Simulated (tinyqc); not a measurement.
# Trap density from the barrier height

Inverse problem. In a partly depleted grain with all boundary traps filled, 2 N W = Qt and VB = q N W^2/(2 eps0 eps_r). Find Qt, W and the doping at which VB would equal Vt.

Inputs (values chosen for the exercise):
```
symbol  value  unit                meaning
T         350     K            temperature
eps_r    11.7        relative permittivity
```

Constants: q = 1.602176634e-19 C, kB = 1.380649e-23 J/K, Vt = kB T/q, eps0 = 8.8541878128e-14 F/cm where lengths are in cm. Results are converted to the units shown.

doping = 1.3e18 cm^-3
barrier height = 0.22618910 V

Solution. Eliminating W gives VB = q Qt^2/(8 eps0 eps_r N), which falls as 1/N.

Qt = 3.900e12 cm^-2
W = 15.00 nm
doping for VB = Vt = 9.749e18 cm^-3

tinyqc, about 0.01 s, one thread, Intel Xeon 2.30GHz (shared host): `OMP_NUM_THREADS=1 python tinyqc.py 2830212 2830213 out.jsonl`
